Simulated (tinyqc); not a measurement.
Thickness series: Landau-Devonshire theory of a uniaxial ferroelectric. Computed by tinyqc, a small Python program. Command: `OMP_NUM_THREADS=1 python tinyqc.py 3021835 3021836 out.jsonl ferro walk`. One thread of a shared host (Intel(R) Xeon(R) Processor @ 2.30GHz), about 0.01 s of CPU time with the checks.

G(P) = (alpha/2) P^2 + (beta*/4) P^4 + (gamma/6) P^6 - E P per volume, SI units, one domain, P along the polar axis.

Inputs (values chosen for the exercise, modelled on lead titanate):
```
quantity                           value             unit
alpha_0                           791000      J m/(C^2 K)
Curie-Weiss temperature T0           752                K
beta                           -2.96e+08        J m^5/C^4
gamma                            1.5e+09        J m^9/C^6
temperature T                        455                K
film thickness d                      30               nm
screening length lambda            0.012               nm
background permittivity eps_b          7                -
series capacitance C_d               3.4  microfarad/cm^2
```

Sample: free crystal.

Constants: eps_0 = 8.8541878128e-12 F/m.

Method:
- alpha = alpha_0 (T - T0*), T0* = T0, beta* = beta.
- Ps^2 = [-beta* + sqrt(beta*^2 - 4 alpha gamma)]/(2 gamma).
- chi = 1/(eps_0 G''), G'' = alpha + 3 beta* P^2 + 5 gamma P^4 at Ps. Ps, chi and the coercive field are for perfect screening, without a depolarising field. The intrinsic coercive field is |alpha P + beta* P^3 + gamma P^5| at the P_c where G'' = 0. 1 C/m^2 = 100 microcoulomb/cm^2.
- Between shorted electrodes with screening length lambda each, the depolarising field is -k P, k = 2 lambda/(eps_0 (d + 2 lambda eps_b)), so alpha turns into alpha + k.
- The polar state is the lowest uniform state while alpha + k < 0 (beta* > 0) or < 3 beta*^2/(16 gamma) (beta* < 0); setting the equality gives the critical thickness d_c.
- Domains are left out, though they can pre-empt both the loss of P and the state at P = 0. The second and third columns are for the shorted capacitor, polar only where it is the lowest uniform state: alpha + k < 0 (beta* > 0) or < 3 beta*^2/(16 gamma) (beta* < 0). The last column is another circuit, the film in series with C_d at P = 0: 1/C = (alpha d)/(1 + alpha eps_0 eps_b) + 1/C_d, and P = 0 is locally stable while 1/C > 0; a dash marks the rest.

alpha = -2.34927e+08 J m/C^2

beta* = -2.96e+08 J m^5/C^4

critical thickness d_c = 10.8560 nm

spontaneous polarisation Ps = 71.1710 microcoulomb/cm^2

Against thickness:
```
d (nm)  P (microcoulomb/cm^2)  depolarising field (MV/m)  C of the stack / C_d
1                       0.000                       0.00                1.0082
2                       0.000                       0.00                1.0165
3                       0.000                       0.00                1.0249
5                       0.000                       0.00                1.0422
8                       0.000                       0.00                1.0693
15                     56.210                     100.45                1.1384
30                     65.187                      58.57                1.3213
60                     68.402                      30.82                1.9468
150                    70.107                      12.65                     -
```

What follows from these numbers?

The polar state appears between 8 and 15 nm (d_c = 10.9 nm), and at 150 nm P is 98.5 % of Ps. The stack exceeds C_d wherever it is stable, up to 1.95 times: the ferroelectric held at P = 0 acts as a negative capacitance.

Extremes, crossings and ranges named in words are read from the listed rows.
